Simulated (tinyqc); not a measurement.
Worked calculation: band-to-band tunnelling and avalanche in a reverse-biased abrupt junction. Computed by tinyqc, a small Python program that keeps every step. Command: `OMP_NUM_THREADS=1 python tinyqc.py 3017644 3017645 out.jsonl zener walk`. One thread of a shared host (Intel(R) Xeon(R) Processor @ 2.30GHz), about 0.01 s of CPU time with the checks. Intermediate numbers are printed to about 5 digits and carried at full precision; extremes and crossings named in words are read from the listed rows.

Direct Kane tunnelling in the local field (for indirect gaps the mass is an effective fit) and one ionisation coefficient for both carriers. N is the doping of the light side, or N_A N_D/(N_A + N_D) for the symmetric junction; the built-in voltage is taken as E_g/e.

Inputs (values chosen for the exercise, modelled on silicon):

| quantity | value | unit |
|---|---|---|
| band gap at 300 K, E_g | 1.1 | eV |
| gap narrowing with temperature, -dE_g/dT | 0.27 | meV/K |
| reduced tunnelling mass m_r | 0.2 | m_0 |
| permittivity eps | 11.7 | - |
| ionisation prefactor a | 1e+06 | 1/cm |
| ionisation field at 300 K, b | 1.64e+06 | V/cm |
| relative rise of b with temperature | 4.3 | 1e-4/K |
| effective doping N | 6.5e+18 | 1/cm^3 |
| reverse bias V_R | 1.2 | V |
| current density that defines tunnel breakdown, J_0 | 0.1 | A/cm^2 |
| temperature T | 300 | K |

Junction: symmetric.

Constants: eps_0 = 8.8541878128e-12 F/m; e = 1.602176634e-19 C; m_0 = 9.1093837015e-31 kg; hbar = 1.054571817e-34 J s.

## Junction at the given bias

E_g(T) = E_g - (T - 300 K)(-dE_g/dT); b(T) = b [1 + (rise)(T - 300 K)]; w = sqrt(2 eps eps_0 (V_R + E_g/e)/(e N)); F_m = 2 (V_R + E_g/e)/w; the field falls linearly from F_m to 0 on both sides.

E_g(T) = 1.1 eV

depletion width w = 21.391 nm

peak field F_m = 2.1504 MV/cm

shortest tunnelling distance E_g/(e F_m) = 5.1153 nm

## Kane coefficients and peak generation rate

Kane: G(F) = A F^2 exp(-B/F), A = e^2 sqrt(m_r)/(18 pi hbar^2 sqrt(E_g)), B = pi sqrt(m_r) E_g^(3/2)/(2 e hbar), SI units; J = e int G dx x V_R/(V_R + E_g/e), the last factor making J vanish at zero bias; int G dx = (w/F_m) int_0^F_m G dF by 64 Gauss-Legendre points.

A = 4.1501e+20 1/(cm s V^2)

B = 29.359 MV/cm

B/F_m = 13.653

G(F_m) = 2.2581e+27 1/(cm^3 s)

## Tunnel current and multiplication

Avalanche: I = (w/F_m) int_0^F_m a exp(-b/F) dF by 64 Gauss-Legendre points, M = 1/(1 - I), breakdown at I = 1.

tunnel current density = 23.146 A/cm^2

ionisation integral I = 0.45533

The estimate e G(F_m) w (F_m/B) V_R/(V_R + E_g/e), which keeps only the region near the peak, gives 29.6 A/cm^2.

## Which breakdown comes first?

V_Z solves J = J_0 and V_A solves I = 1; the lower one is the breakdown voltage; temperature coefficients by a central difference of +/- 10 K.

tunnel breakdown V_Z = 0.32370 V

avalanche breakdown V_A = 3.8983 V

breakdown voltage = 0.32370 V

dV_Z/dT = -0.50863 mV/K

dV_A/dT = 2.2818 mV/K

Tunnelling comes first, at 0.3 E_g/e. V_Z falls on heating because the gap shrinks, and V_A rises because carriers lose more energy to phonons. Caution: V_A is below about 5 E_g/e, where the local law understates it, since it ignores the distance a carrier needs to reach the ionisation energy.

## Against the doping

The formulas are those given above.

Breakdown:

| N (1/cm^3) | V_Z (V) | V_A (V) | F_m at breakdown (MV/cm) | first |
|---|---|---|---|---|
| 1.30e+17 | 4.3846e+01 | 12.212 | 0.7316 | avalanche |
| 3.20e+17 | 1.8558e+01 | 7.838 | 0.9406 | avalanche |
| 7.80e+17 | 7.6286e+00 | 5.457 | 1.2577 | avalanche |
| 2.00e+18 | 2.6540e+00 | 4.197 | 1.5239 | tunnelling |
| 3.90e+18 | 1.0132e+00 | 3.865 | 1.5966 | tunnelling |
| 6.50e+18 | 3.2370e-01 | 3.898 | 1.6919 | tunnelling |
| 1.30e+19 | 6.9770e-03 | 4.397 | 2.1098 | tunnelling |

The mechanism changes between 7.80e17 and 2.00e18 per cm^3. Across the table V_Z + E_g/e scales as N^-0.80 and V_A as N^-0.22: tunnelling needs a nearly fixed field, while avalanche in a thinner layer needs a higher one. Rows with V_Z below E_g/e understate it, since the local Kane formula overestimates the current there. Rows with V_A below about 5 E_g/e understate it, since the local law ignores the distance a carrier needs to reach the ionisation energy; silicon and germanium junctions change over near 4 to 6 E_g/e.

Checks made by the program: field integral against adaptive quadrature in x (relative difference 3e-10).
